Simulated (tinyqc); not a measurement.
# Area and perimeter leakage from two diodes

Question. A square diode and a finger diode leak I = JA area + JP perimeter. Find JA, JP and the side of the square at which both parts are equal.

areas (um^2): 40000  196000
perimeters (um): 800  40180
leakage currents (pA): 1.516  65.444400

Solution. Two linear equations give JA and JP; for a square of side a, JA a^2 = 4 JP a at a = 4 JP/JA.

JA = 5.900e-10 A/cm^2
JP = 1.600e-11 A/cm
side for equal parts = 1085 um

Computed by the program tinyqc: `OMP_NUM_THREADS=1 python tinyqc.py 2290107 2290108 out.jsonl`, one thread of a shared Intel Xeon 2.30GHz, about 0.01 s for the whole run.
